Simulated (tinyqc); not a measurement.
Inside a calculation: effective mass of the conduction band from tabulated energies. Values are carried at full precision from step to step, so a last printed digit may differ when a step is redone from the rounded ones.

c = hbar^2/2m0. A uniform scatter of up to 0.1 meV has been added to mimic numerical noise.
Constants: hbar^2/2m0 = 3.80998211 eV angstrom^2; kB = 8.617333262e-05 eV/K.

Parameters, chosen for this exercise (out of a larger set: band of an eight-band Kane model near GaAs; not measured data): T = 300 K (temperature).

## Finite differences

Energies along [100], from the band edge:
```
k (1/angstrom)   E (meV)
0.00000           0.0000
0.00660           2.4671
0.01320           9.9336
0.01980          22.1077
0.02640          39.0508
0.03300          60.2980
0.03960          85.7520
0.04620         114.8661
0.05280         147.3622
```

reference mass (curvature of the model at k = 0.0001 1/angstrom) = 0.06640 m0

The band is even in k. m = c k^2/E(k) from the points 1, 2, 4 (k = 0 is point 0); Richardson from points 1 and 2: c/m = [16 E(k1) - E(k2)]/(12 k1^2).

m from points 1, 2, 4 (m0): 0.06727  0.06683  0.06800

m by Richardson = 0.06742 m0

Errors against the reference: +1.31, +0.65 and +2.41 % and +1.53 %. The extrapolation does not help: a scatter of 0.1 meV is 4 % of the first energy, and the formula weights that point by 4/3.

## Least squares over all points

Fit E = a k^2 (a = sum k^2 E/sum k^4), then E = a k^2 + b k^4 from the normal equations; E in eV; m = c/a.

sums of k^4, k^6, k^8: 1.6645e-05  3.6943e-08  8.8875e-11

sums of k^2 E, k^4 E: 0.00089386  1.9737e-06

a, one term = 53.702 eV angstrom^2

a and b, two terms: 57.02  -1493

m, one and two terms (m0): 0.07095  0.06682

The parabola over all points errs by +6.8 % because the weights k^4 favour the outer points; the second term brings the error to +0.6 %.

## The non-parabolic form

E (1 + alpha E) = c k^2/m means that y = c k^2/E is a straight line in E with intercept m and slope m alpha. Fit the line by unweighted least squares over points 1 to 8, E in eV.

y (m0): 0.06727  0.06683  0.06756  0.06800  0.06881  0.06967  0.07080  0.07208

m = 0.06676 m0
alpha = 0.527 1/eV

The intercept errs by +0.54 %. The scatter of the first points, divided by small energies, tilts an unweighted line. The model has Eg = 1.52 eV, and for two bands alpha is near 1/Eg = 0.66 1/eV.

## Which mass for which use

From the fitted m and alpha: momentum mass at energy E, m (1 + 2 alpha E); curvature mass m (1 + 2 alpha E)^3; thermal factors to first order in alpha kT: density of states Nc (1 + 15 alpha kT/4), conductivity mass m (1 + 5 alpha kT). Take E = 3 kT/2.

alpha kT = 0.0136
momentum mass = 0.06949 m0
curvature mass = 0.07529 m0
factor on Nc = 1.0511
thermal conductivity mass = 0.07131 m0

alpha kT is small, so first order serves.

## Checks

- Two-term fit by normal equations against a least-squares routine: both 57.0170.

Run: tinyqc, `OMP_NUM_THREADS=1 python tinyqc.py 1850033 1850034 out.jsonl`; Intel(R) Xeon(R) Processor @ 2.30GHz, one thread, shared host; about 0.01 s of CPU time with all checks.
